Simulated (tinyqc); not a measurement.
Ways to converge the cycle: SCF convergence aids in the sto-3g basis, for BeH, spin multiplicity 2. Computed by the program tinyqc with PySCF. UHF with one setting changed at a time; a run stops when the energy changes by less than 1e-09 hartree and the error matrix is below 1e-5. The start is the Wolfsberg-Helmholz matrix. Damping d keeps d of the old density; a shift (hartree) raises the virtual levels; DIIS n extrapolates F over n matrices.

Geometry (angstrom):
```
atom       x       y       z
Be    0.0000  0.0000  0.0000
H     0.0000  0.0000  2.1510
```

lowest solution found by these runs and by PySCF with stability checks = -14.840853 hartree

Largest element of the error matrix X^T (FDS - SDF) X:
```
iteration    plain  damping 0.3  damping 0.6  shift 0.4   DIIS 3   DIIS 8
1          1.7e-01      1.7e-01      1.7e-01    1.7e-01  1.7e-01  1.7e-01
2          5.6e-02      6.0e-02      1.1e-01    8.1e-02  5.6e-02  5.6e-02
3          3.9e-02      3.9e-02      7.3e-02    4.7e-02  4.1e-02  4.1e-02
4          4.3e-02      4.1e-02      5.5e-02    4.1e-02  3.9e-02  3.9e-02
5          4.6e-02      4.4e-02      4.6e-02    4.5e-02  4.7e-02  4.5e-02
6          4.3e-02      4.6e-02      4.2e-02    4.7e-02  2.7e-02  2.7e-02
8          2.0e-02      4.2e-02      4.3e-02    4.9e-02  1.4e-02  4.4e-03
10         6.4e-03      2.8e-02      4.6e-02    4.7e-02  5.6e-04  2.8e-04
14         9.6e-04      7.1e-03      3.9e-02    2.4e-02  1.9e-04  6.9e-08
20         6.8e-05      1.0e-03      1.6e-02    5.5e-03        -        -
30               -      6.0e-05      2.3e-03    6.9e-04        -        -
45               -            -      2.5e-04    2.5e-05        -        -
60               -            -      2.4e-05          -        -        -
```

How each run ends:
```
run          iterations  E (hartree)                                                        state
plain                25    -14.76708                                                       higher
damping 0.3          37    -14.76708                                                       higher
damping 0.6         >60    -14.76708  falls steadily but slowly, by a factor of about 0.86 a step
shift 0.4            50    -14.76708                                                       higher
DIIS 3               19    -14.67840                                                       higher
DIIS 8               14    -14.67840                                                       higher
```

What does the comparison show, and why?

No run reaches the lowest solution found. Ending on a higher stationary point: plain, damping 0.3, shift 0.4, DIIS 3, DIIS 8; a small error matrix cannot reveal that, and an occupation fixed by the start is kept by symmetry or by the shape of the basin. Not converged: damping 0.6. Plain steps already contract here, so damping only slows them. DIIS 3 and DIIS 8 gain by cancelling the error over several earlier matrices, much as a quasi-Newton step does.
